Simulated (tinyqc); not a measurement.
# Pull-up strength from the switching point

Question. Transistor (EKV form, voltages against the body): I = 2 n b Vt^2 [F(vp - Vs) - F(vp - Vd)] from drain to source, F(v) = ln^2(1 + exp(v/(2 Vt))), vp = (Vg - VT + sg |Vd - Vs|)/n. n-channel bodies are at 0; for the p-channel device all voltages are counted down from Vdd. b in uA/V^2 gives I in uA. In an inverter In(Vg = Vd = VM) equals Ip at the switching point VM. Find bp and the current there.

Values chosen for this exercise:
```
symbol  value    unit                                  meaning
T         350       K                              temperature
Vdd       0.9       V                           supply voltage
n         1.4                                     slope factor
sg      0.026                   drain-induced barrier lowering
VTn      0.29       V                      n-channel threshold
VTp      0.31       V          p-channel threshold (magnitude)
bn        610  uA/V^2  gain factor of the pull-down transistor
```

Constants: q = 1.602176634e-19 C, kB = 1.380649e-23 J/K, Vt = kB T/q. Results are converted to the units shown.

VM = 0.405967768 V

Solution. Ip is proportional to bp, so bp is In(VM) over the p-channel current for unit b.

bp = 300.0 uA/V^2
current at VM = 4.490 uA

Numbers from tinyqc (`OMP_NUM_THREADS=1 python tinyqc.py 2340054 2340055 out.jsonl`; about 0.03 s on one thread of a shared Intel Xeon 2.30GHz).
